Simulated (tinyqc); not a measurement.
Reflectance across the plasma edge: free-carrier optics of a doped semiconductor (Drude model with one polar phonon).

eps(E) = ei [1 - Ep^2/(E^2 + i E Gam)] + (es - ei) wT^2/(wT^2 - E^2 - i E gT), with Ep^2 = 8 pi c (e^2/(4 pi eps0)) N/(m ei), c = hbar^2/2m0, N in 1/angstrom^3 (1e-24 per 1/cm^3); Gam = hbar/tau, tau = mu m m0/e with m0/e = 5.685630e-12 kg/C and mu in m^2/(V s). Energies in meV.

n + i k = sqrt(eps1 + i eps2) with k >= 0; R = ((n - 1)^2 + k^2)/((n + 1)^2 + k^2) at normal incidence from vacuum; alpha = 2 E k/(hbar c), times 1e8 for 1/cm; loss function Im(-1/eps) = eps2/(eps1^2 + eps2^2).

Constants: hbar^2/2m0 = 3.80998211 eV angstrom^2; e^2/(4 pi eps0) = 14.39964547 eV angstrom; hbar = 6.58211957e-16 eV s; hbar c = 1973.269805 eV angstrom.

Inputs chosen for the exercise (mass and dielectric values near those of GaN; N and mu are free inputs; interband absorption and the rise of the mass with filling are left out; not measured data):
```
symbol  value    unit        meaning
N       2.1e+19  1/cm^3      carrier density
m       0.221    m0          conductivity mass
mu      100      cm^2/(V s)  mobility
ei      5.42                 high-frequency dielectric constant
wT      70.5     meV         TO phonon
es      9.65                 static dielectric constant
gT      0.6      meV         phonon damping
```

Spectrum:
```
E (meV)    eps1    eps2      R  alpha (1/cm)
15.5     -34.04  148.38  0.818      1.52e+04
46.6     -13.72   30.04  0.691      2.28e+04
77.7     -29.17   10.92  0.883      4.32e+04
108.8     -6.63    4.36  0.694      2.97e+04
132.2     -2.74    2.58  0.538      2.42e+04
155.5     -0.54    1.64  0.278      1.68e+04
171.0      0.46    1.26  0.105      1.15e+04
194.3      1.54    0.87  0.037      6.69e+03
233.2      2.70    0.52  0.064      3.70e+03
311.0      3.87    0.22  0.107      1.78e+03
466.4      4.73    0.07  0.137           728
777.4      5.17    0.01  0.151           252
```

Ep = 155.5 meV and Gam = 52.4 meV. R is 0.818 at the lowest energy and lowest, 0.037, at 194.3 meV of those listed; without damping and phonon it would vanish at Ep sqrt(ei/(ei - 1)) = 172.2 meV. At the highest energy R is 0.151, against 0.159 for ei alone. Between the last two rows alpha goes as E^-2.07, where the Drude limit far above Ep and Gam is E^-2. Inside the metallic range the phonon cuts a dip in R near L-, below wT = 70.5 meV, which the rows may miss.

tinyqc: `OMP_NUM_THREADS=1 python tinyqc.py 1652187 1652188 out.jsonl`; about 0.01 s, one thread, shared Intel(R) Xeon(R) Processor @ 2.30GHz.
